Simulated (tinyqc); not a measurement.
Plane-averaged potentials: correction of a charged-defect supercell by a model charge and potential alignment (plane-averaged potentials). Computed by tinyqc, a small Python program. Command: `OMP_NUM_THREADS=1 python tinyqc.py 3114076 3114077 out.jsonl align walk`. One thread of a shared host (Intel(R) Xeon(R) Processor @ 2.30GHz), about 0.01 s of CPU time with the checks.

The "true" defect charge is (1 - x) q in a Gaussian of width sigma plus x q in one of width sigma_t, so the exact answer is known; the correction sees only a single model Gaussian of width sigma_m. A Gaussian of width s has the transform rho(G) = exp(-G^2 s^2/2), normalised to 1. A uniform background cancels q, so G = 0 is left out. Potentials are those felt by a unit positive charge. E_0 is the formation energy of the isolated defect, E_cell its value in the supercell, E_lat = E_iso - E_per of the model charge, C the true less the model potential far from the defect; the exact correction is E_0 - E_cell, and the error of a scheme is E_cell plus its correction less E_0.

Inputs (values chosen for the exercise, with screening close to that of 4H-SiC):
```
quantity,value,unit
defect charge q,-1,e
dielectric constant eps,9.42,-
edge of the cubic cell L,12.1,angstrom
width sigma of the true defect charge,1,angstrom
width sigma_m of the model charge,0.82,angstrom
share x of the charge in a wide tail,0.2,-
width sigma_t of the tail,1.6,angstrom
```

Constants: e^2/(4 pi eps_0) = 14.39964548 eV angstrom.

Method. Plane-averaged potential at distance z from the defect: V(z) = (4 pi q/(eps L^3)) (e^2/(4 pi eps_0 e)) sum_(m != 0) rho(G_m) cos(G_m z)/G_m^2, G_m = 2 pi m/L, |m| <= 40.

Potentials (V):
```
z/L,z (angstrom),true,model,difference
0.00,0.000,-0.080785,-0.093020,0.012235
0.05,0.605,-0.074148,-0.083825,0.009677
0.10,1.210,-0.056752,-0.061169,0.004416
0.15,1.815,-0.034069,-0.034229,0.000160
0.20,2.420,-0.010940,-0.008888,-0.002052
0.25,3.025,0.009936,0.012894,-0.002958
0.30,3.630,0.027456,0.030751,-0.003296
0.35,4.235,0.041228,0.044642,-0.003414
0.40,4.840,0.051112,0.054564,-0.003453
0.45,5.445,0.057054,0.060518,-0.003464
0.50,6.050,0.059036,0.062502,-0.003466
```

The difference moves by 0.01 mV between z/L = 0.4 and 0.5: a plateau.
